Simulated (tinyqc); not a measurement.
# Changing the particle radius R

Model: a particle near a wafer in liquid: double-layer and van der Waals forces (DLVO), deposition barrier and removal. Computed by tinyqc, a small Python program. Command: `OMP_NUM_THREADS=1 python tinyqc.py 3111669 3111670 out.jsonl dlvo sweep`. One thread of a shared host (Intel(R) Xeon(R) Processor @ 2.30GHz), about 0.01 s of CPU time with the checks.

Sphere and flat wall, Derjaguin approximation, constant potentials in the linear-superposition form, no retardation and no hydration force.

Inputs (values chosen for the exercise, of the order of those for silica on copper in water):

| quantity | value | unit |
|---|---|---|
| Hamaker constant A | 3.5e-20 | J |
| potential of the particle psi_1 | -34 | mV |
| potential of the wafer psi_2 | -64 | mV |
| salt concentration c | 0.00018 | mol/L |
| valence z of the symmetric salt | 1 | - |
| temperature T | 293 | K |
| dielectric constant of the liquid | 80.2 | - |
| contact distance h0 | 0.4 | nm |
| contact radius over R | 0.2 | - |
| viscosity | 0.97 | mPa s |

Constants: e = 1.602176634e-19 C; N_A = 6.02214076e+23 1/mol; eps_0 = 8.8541878128e-12 F/m; k_B = 1.380649e-23 J/K; k_B = 8.617333262e-05 eV/K.

Method. kappa^2 = 2 z^2 e^2 N_A (1000 c)/(eps eps_0 k_B T); gamma_i = tanh(z e psi_i/(4 k_B T)); Z = 64 pi eps eps_0 (k_B T/(z e))^2 gamma_1 gamma_2. Adhesion F_a = A R/(6 h0^2) [1 + a^2/(R h0)] - kappa Z R exp(-kappa h0), a the contact radius. Drag in a shear flow F_d = 1.7 x 6 pi mu R^2 G, acting at 1.4 R; rolling starts when 1.4 R F_d = a F_a. Wall shear stress = mu G.

One run for each value:

| particle radius R (nm) | wall shear stress for rolling (Pa) | net adhesion F_a (pN) | kappa R |
|---|---|---|---|
| 5 | 48122 | 2.6986e+02 | 2.2007e-01 |
| 11 | 30739 | 8.3431e+02 | 4.8416e-01 |
| 22 | 23496 | 2.5509e+03 | 9.6833e-01 |
| 47 | 19644 | 9.7335e+03 | 2.0687e+00 |
| 100 | 17847 | 4.0033e+04 | 4.4015e+00 |
| 210 | 17012 | 1.6829e+05 | 9.2431e+00 |
| 450 | 16608 | 7.5437e+05 | 1.9807e+01 |
| 950 | 16421 | 3.3243e+06 | 4.1814e+01 |
| 2000 | 16333 | 1.4655e+07 | 8.8030e+01 |

Describe and explain the trends.

Over the rows, wall shear stress for rolling (Pa) falls from 48100 to 16300 (exponent d ln y / d ln x -0.57 between the first rows and -0.0072 between the last); net adhesion F_a (pN) rises from 270 to 1.47e7 (exponent d ln y / d ln x 1.4 between the first rows and 2.0 between the last); kappa R rises from 0.220 to 88.0 (exponent d ln y / d ln x about 1.0 throughout). At the high end the exponent of wall shear stress for rolling is -0.01, close to 0: the flattened contact adds adhesion as R^2. The smallest particle needs 2.95 times the shear stress of the largest.

Caution (rows 5.00, 11.0, 22.0, 47.0): kappa R is not large, so the Derjaguin approximation is only rough at gaps of the order of the Debye length.

Extremes, crossings and ranges named in words are read from the listed rows.
